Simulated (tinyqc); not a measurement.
Inside a calculation. Model: minority carriers and saturation current of a heavily doped emitter.

Program tinyqc, `OMP_NUM_THREADS=1 python tinyqc.py 2330104 2330105 out.jsonl`; Intel Xeon 2.30GHz, shared host, one thread, about 0.01 s. Printed values are rounded.

n-type, parabolic bands, full ionisation. eta = (EF - Ec)/kB T solves N = Nc F12(eta), F12(x) = (2/sqrt(pi)) int_0^infinity sqrt(u)/(1 + exp(u - x)) du. The gap shrinks rigidly by dEg = E1 [ln(N/N0) + sqrt(ln^2(N/N0) + 0.5)], an empirical law that is here taken as the true narrowing.

Inputs (values chosen for the exercise); band and dielectric values close to those of silicon: temperature T = 250 K; band gap Eg = 1.12 eV; conduction-band density of states at 250 K Nc = 2.11e19 cm^-3; valence-band density of states at 250 K Nv = 1.99e19 cm^-3; ionised donor density N = 1.8e19 cm^-3; energy of the narrowing law E1 = 9.6 meV; density of the narrowing law N0 = 1.3e17 cm^-3; minority-hole mobility mup = 130 cm^2/(V s); Auger coefficient Cn = 2.7e-31 cm^6/s; defect lifetime ts = 1.5 us; emitter width W = 210 nm; recombination velocity at the contact S = 4100 cm/s.

Constants: q = 1.602176634e-19 C, kB = 1.380649e-23 J/K, Vt = kB T/q. Results are converted to the units shown.

Range of the model: Band tails, non-parabolic bands and incomplete ionisation are left out.

## Iteration 1: Fermi level

eta at the start (Boltzmann value) = -0.1589

Newton step on ln F12(eta) = ln(N/Nc): eta(new) = eta - ln(Nc F12/N) F12/Fm, Fm(x) = dF12/dx = (1/sqrt(pi)) int_0^infinity u^(-1/2)/(1 + exp(u - x)) du.

F12 = 0.673746
Fm = 0.546054
eta after iteration 1 = 0.132289

## Course of the iteration

Stop when eta changes by less than 1e-9.

Course of the iteration:
```
iteration       eta    change
1          0.132289     0.291
2          0.139192   6.90e-3
3          0.139196   4.09e-6
4          0.139196  1.44e-12
```

Converged in 4 iterations.

## Effective intrinsic density

converged eta = 0.139196

ni = sqrt(Nc Nv) exp(-Eg/(2 Vt)), Eg in volts; degeneracy factor g = F12(eta) exp(-eta); nie^2 = ni^2 exp(dEg/kB T) g, p0 = nie^2/N; apparent narrowing dEg + kB T ln g.

ni = 1.05309e8 cm^-3
dEg = 95.1517 meV
g = 0.742229
apparent narrowing = 88.7297 meV
nie = 8.25696e8 cm^-3
p0 = 0.0378763 cm^-3

Narrowing multiplies p0 by 82.8 and degeneracy by 0.742.

## Saturation current

1/tau = Cn N^2 + 1/ts, D = mup Vt, L = sqrt(D tau); J0 = (q p0 D/L)(s + tanh(W/L))/(1 + s tanh(W/L)), s = S L/D; the share recombining inside is 1 - 1/[cosh(W/L)(1 + tanh(W/L)/s)].

tau = 11.3447 ns
L = 1782.48 nm
s = 0.260947
J0 = 0.0349914 fA/cm^2
share recombining inside = 31.4823 %

Bulk and contact share the loss.
